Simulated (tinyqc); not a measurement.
Inside a calculation. Model: valence-band offset from core levels (Kraut method), with the dipole against the affinity rule.

Computed by the program tinyqc: `OMP_NUM_THREADS=1 python tinyqc.py 2410066 2410067 out.jsonl`, one thread of a shared Intel Xeon 2.30GHz, about 0.01 s for the whole run. Printed values are rounded.

Binding energies are counted downwards from the Fermi level. dEv > 0 means that the valence edge of B lies below that of A, dEc > 0 that the conduction edge of B lies above that of A; dEc + dEv = EgB - EgA. The spectra are made-up values treated as data.

Values chosen for this exercise; gaps and affinities close to those of silicon (A) and aluminium oxide (B):
- EgA = 1.11 eV (gap of the substrate A)
- EgB = 8.91 eV (gap of the overlayer B)
- chiA = 4.1 eV (electron affinity of A)
- chiB = 0.99 eV (electron affinity of B)
- cA = 52.42 eV (core level of bare A)
- cB = 15 eV (core level of thick B)
- vB = 3.82 eV (valence-band maximum of thick B)
- ei = 6.8 (relative permittivity inside the dipole layer)
- dd = 0.18 nm (thickness of the dipole layer)
- iA = 52.74 eV (core level of A under a thin film of B)
- iB = 17.12 eV (core level of B in that thin film)
- bg = 80 (background counts in the gap)

Constants: q = 1.602176634e-19 C, eps0 = 8.8541878128e-14 F/cm where lengths are in cm. Results are converted to the units shown.

## Valence-band maximum of bare A

```
point,binding energy (eV),counts on the leading edge
0,0.74,145
1,0.86,175
2,0.98,207
3,1.1,236
4,1.22,267
5,1.34,305
```

Fit a straight line to the leading edge by least squares; the maximum vA lies where it meets the background.

slope = 263.0952 counts/eV
intercept = -51.11905 counts
vA = 0.4983710 eV

## Offsets

dEv = (iB - iA) - (cB - vB) + (cA - vA), dEc = EgB - EgA - dEv.

cA - vA = 51.92163 eV
cB - vB = 11.18 eV
iB - iA = -35.62 eV
dEv = 5.121629 eV
dEc = 2.678371 eV

The alignment is type I (straddling). Both offsets exceed 1 eV, the usual requirement for a gate dielectric. A rigid shift of all levels, by charging or doping, cancels in the differences.

## Interface dipole

The affinity rule gives dEc(0) = chiA - chiB; the dipole step is D = dEc - dEc(0), and two sheets of opposite charge dd apart hold N = eps0 ei |D|/(q dd).

dEc(0) = 3.11 eV
D = -0.4316290 eV
N = 9.011256e13 cm^-2
field in the dipole layer = 23.97939 MV/cm

N is 0.13 elementary charges for each of about 7e14 surface atoms per cm^2.
